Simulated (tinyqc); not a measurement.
# From half time back to initial thread density rho_0

Model: kinetics of strain relaxation and threading dislocations in mismatched semiconductor layers. Computed by tinyqc, a small Python program. Command: `OMP_NUM_THREADS=1 python tinyqc.py 3014058 3014059 out.jsonl threading inv`. One thread of a shared host (Intel(R) Xeon(R) Processor @ 2.30GHz), about 0.01 s of CPU time with the checks.

60-degree dislocations on {111} planes of a (001) layer, isotropic elasticity. The Schmid factor is 1/sqrt(6), and a misfit segment relieves strain with b/2.

Inputs (values chosen for the exercise, modelled on GaAs on Si):
```
quantity,value,unit
misfit f,0.0421,-
shear modulus G,48.4,GPa
Poisson ratio nu,0.31,-
Burgers vector b,4,angstrom
glide activation energy Q,1.33,eV
velocity prefactor v0,7400,m/s per MPa
layer thickness h,41,nm
anneal temperature T,600,K
anneal time t,2300,s
multiplication constant delta,2300,1/m
```

Sources: fixed density of threads.

Constants: k_B = 8.617333262e-05 eV/K.

Method:
- Excess resolved stress tau = (1/sqrt 6) [2 G (1 + nu)/(1 - nu)] (e - e_eq), e_eq = b (1 - nu/4) [ln(h/b) + 1]/(4 pi (1 + nu) h), the Matthews-Blakeslee strain of an uncapped layer; glide velocity v = v0 tau exp(-Q/(k_B T)), tau in MPa.
- Threads run in two directions, so de/dt = -(b/4) rho v, with rho fixed. With x = e - e_eq, x0 = f - e_eq (fully strained at t = 0) and v = m S x (m the mobility, S x = tau): x = x0 exp(-t/t_r), t_r = 4/(b rho_0 m S).
- The half time is that at which x = x0/2.

Question. A run gave the result below. Find the initial thread density rho_0, known to lie between 96000 and 230000 1/cm^2.

half time = 1227.979 s

Answer.

Each step takes the trial c = (a f_b - b f_a)/(f_b - f_a), f being the result less the target and a, b, c the logarithms of the listed values; c replaces end b, the old b replaces a if the sign of f changed, and otherwise f_a is halved.

Scan of the range:
```
initial thread density rho_0 (1/cm^2),half time (s)
96000,1930.23
111000,1669.39
128000,1447.67
149000,1243.64
172000,1077.34
199000,931.17
230000,805.66
```

False position (Illinois rule, in the logarithm of the input) inside the bracket:
```
step,end a,end b,trial,half time (s)
1,149000,172000,151028,1226.94
2,149000,151028,150789,1228.88
3,151028,150789,150900,1227.98
4,150789,150900,150900,1227.98
```

Half time falls at every point of a 13-point scan of the range (every second point is shown), so one value fits; it is bracketed by 149000 and 172000. The scan shows a pure power law with exponent -1.0000, so scaling from any one row also gives the answer directly. Answer: initial thread density rho_0 = 150900 1/cm^2.

Caution: at stresses above about 1 GPa the linear velocity law understates glide, as stress lowers the kink barrier. Caution: at such misfit the layer islands and relaxes during the first nanometres, so a uniform strained start is an idealisation.
